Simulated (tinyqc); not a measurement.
Landau-Devonshire theory of a uniaxial ferroelectric: one step, computed by the program tinyqc. Command: `OMP_NUM_THREADS=1 python tinyqc.py 3015977 3015978 out.jsonl ferro walk`. One thread of a shared host (Intel(R) Xeon(R) Processor @ 2.30GHz), about 0.01 s of CPU time with the checks.

G(P) = (alpha/2) P^2 + (beta*/4) P^4 + (gamma/6) P^6 - E P per volume, SI units, one domain, P along the polar axis, which is normal to the film.

Problem. Coefficients at T. alpha = alpha_0 (T - T0*), with clamping: T0* = T0 + 4 Q12 u_m/(alpha_0 (s11 + s12)), beta* = beta + 4 Q12^2/(s11 + s12).

Inputs (values chosen for the exercise, modelled on lead titanate):

| quantity | value | unit |
|---|---|---|
| alpha_0 | 792000 | J m/(C^2 K) |
| Curie-Weiss temperature T0 | 752 | K |
| beta | -2.84e+08 | J m^5/C^4 |
| temperature T | 573 | K |
| misfit strain u_m | -0.0023 | - |
| electrostriction Q12 | -0.026 | m^4/C^2 |
| compliance s11 + s12 | 5.5e-12 | m^2/N |

Sample: epitaxial film.

Give: T0*; alpha; beta*.

Solution.

T0* = 806.9 K

alpha = -1.853e+08 J m/C^2

beta* = 2.076e+08 J m^5/C^4

Compression raises T0 by 55 K. beta* > 0: the transition is of second order, although the free crystal has a first-order one.
